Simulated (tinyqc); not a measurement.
CCD on RHF in the sto-3g basis, for BeH2, spin multiplicity 1, step by step. One step of it, computed by the program tinyqc.

Problem. Orthogonalisation. S = U s U^T; symmetric (Loewdin) form X = U s^(-1/2) U^T, so that X^T S X = 1.

overlap S, lower triangle:
```
,1Be 1s,1Be 2s,1Be 2px,1Be 2py,1Be 2pz,2H 1s,3H 1s
1Be 1s,1.000000
1Be 2s,0.259517,1.000000
1Be 2px,0.000000,0.000000,1.000000
1Be 2py,0.000000,0.000000,0.000000,1.000000
1Be 2pz,0.000000,0.000000,0.000000,0.000000,1.000000
2H 1s,0.057074,0.424316,0.000000,0.498611,0.028652,1.000000
3H 1s,0.057074,0.424316,0.000000,-0.498611,0.028652,0.024736,1.000000
```

Give: eigenvalues of S; X.

Solution.

eigenvalues of S: 0.2824  0.3819  0.9411  1.0000  1.0044  1.6929  1.6973

X, lower triangle:
```
,1Be 1s,1Be 2s,1Be 2px,1Be 2py,1Be 2pz,2H 1s,3H 1s
1Be 1s,1.0285
1Be 2s,-0.1528,1.2166
1Be 2px,0.0000,0.0000,1.0000
1Be 2py,0.0000,0.0000,0.0000,1.3154
1Be 2pz,-0.0011,0.0125,0.0000,0.0000,1.0008
2H 1s,0.0200,-0.2788,0.0000,-0.3935,-0.0185,1.2517
3H 1s,0.0200,-0.2788,0.0000,0.3935,-0.0185,-0.0833,1.2517
```
